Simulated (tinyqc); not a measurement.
k.p theory built from an empirical-pseudopotential calculation at Gamma: one step. Luttinger parameters from the curvatures. Four cases, with inputs chosen for the exercise.

Problem. A pseudopotential band calculation without spin-orbit coupling gave the curvatures below. The valence triplet at Gamma has curvatures (units of hbar^2/2m0) L (once), M (twice) along [100] and (L + 2M + 2N)/3 (once), (L + 2M - N)/3 (twice) along [111]. g1 = -(L + 2M)/3, g2 = -(L - M)/6, g3 = -N/6; heavy and light masses 1/(g1 -/+ 2 g2) along [100], 1/(g1 -/+ 2 g3) along [111].

Case 1.

eigenvalues along [100]: -7.02872  -1.97757  -1.97757

eigenvalues along [111]: -9.36456  -0.80965  -0.80965

Case 2.

eigenvalues along [100]: -24.72891  -1.66190  -1.66190

eigenvalues along [111]: -26.60961  -0.72154  -0.72154

Case 3.

eigenvalues along [100]: -7.00392  -2.01616  -2.01616

eigenvalues along [111]: -9.37424  -0.83100  -0.83100

Case 4.

eigenvalues along [100]: -17.18017  -2.85252  -2.85252

eigenvalues along [111]: -20.46972  -1.20775  -1.20775

Give: L, M, N; g1, g2, g3; masses: heavy and light [100], heavy and light [111].

Solution.

Case 1.

L, M, N: -7.029  -1.978  -8.555

g1, g2, g3: 3.661  0.842  1.426

masses: heavy and light [100], heavy and light [111] (m0): 0.506  0.187  1.235  0.154

Case 2.

L, M, N: -24.729  -1.662  -25.888

g1, g2, g3: 9.351  3.845  4.315

masses: heavy and light [100], heavy and light [111] (m0): 0.602  0.059  1.386  0.056

Case 3.

L, M, N: -7.004  -2.016  -8.543

g1, g2, g3: 3.679  0.831  1.424

masses: heavy and light [100], heavy and light [111] (m0): 0.496  0.187  1.203  0.153

Case 4.

L, M, N: -17.180  -2.853  -19.262

g1, g2, g3: 7.628  2.388  3.210

masses: heavy and light [100], heavy and light [111] (m0): 0.351  0.081  0.828  0.071

Computed by tinyqc, one run a case: `OMP_NUM_THREADS=1 python tinyqc.py N N+1 out.jsonl` with N = 1051319, 1051434, 1051509, 1080119; one thread of a shared Intel(R) Xeon(R) Processor @ 2.30GHz, about 0.7 s a run at most.
